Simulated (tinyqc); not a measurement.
Worked calculation: extended Hueckel theory, for H6-. The parameters take no account of the charge, which enters only through the electron count, and nothing here shows that the anion is bound. One step of it, computed by the program tinyqc.

Task: Orbitals. Solve H C = S C e through S^(-1/2); fill by pairs from the bottom, a degenerate level sharing its electrons equally; each orbital has its largest coefficient positive (the first on a tie).

H (eV), lower triangle:
```
,1H 1s,2H 1s,3H 1s,4H 1s,5H 1s,6H 1s
1H 1s,-13.600000
2H 1s,-13.394196,-13.600000
3H 1s,-3.242787,-11.427904,-13.600000
4H 1s,-0.723934,-3.242787,-13.394196,-13.600000
5H 1s,-0.106463,-0.566795,-3.242787,-11.427904,-13.600000
6H 1s,-0.016957,-0.106683,-0.725278,-3.248156,-13.409774,-13.600000
```

overlap S, lower triangle:
```
,1H 1s,2H 1s,3H 1s,4H 1s,5H 1s,6H 1s
1H 1s,1.000000
2H 1s,0.562781,1.000000
3H 1s,0.136252,0.480164,1.000000
4H 1s,0.030417,0.136252,0.562781,1.000000
5H 1s,0.004473,0.023815,0.136252,0.480164,1.000000
6H 1s,0.000712,0.004482,0.030474,0.136477,0.563436,1.000000
```

valence electrons = 7

Give: orbital energies; occupations; coefficients; sum of one-electron energies.

Result:

orbital energies (eV): -19.0717  -17.5499  -14.4100  -5.5910  5.8667  22.4496

occupations: 2.0000  2.0000  2.0000  1.0000  0.0000  0.0000

coefficients:
```
,MO1,MO2,MO3,MO4,MO5,MO6
1H 1s,0.1870,0.3670,0.4873,0.6450,-0.6958,-0.4626
2H 1s,0.2804,0.3885,0.1993,-0.4007,0.9139,0.8619
3H 1s,0.3434,0.1447,-0.4282,-0.5627,-0.3686,-1.1429
4H 1s,0.3436,-0.1440,-0.4283,0.5638,-0.3649,1.1437
5H 1s,0.2807,-0.3882,0.1992,0.3990,0.9135,-0.8643
6H 1s,0.1875,-0.3671,0.4867,-0.6441,-0.6969,0.4647
```

sum of one-electron energies = -107.6543 eV
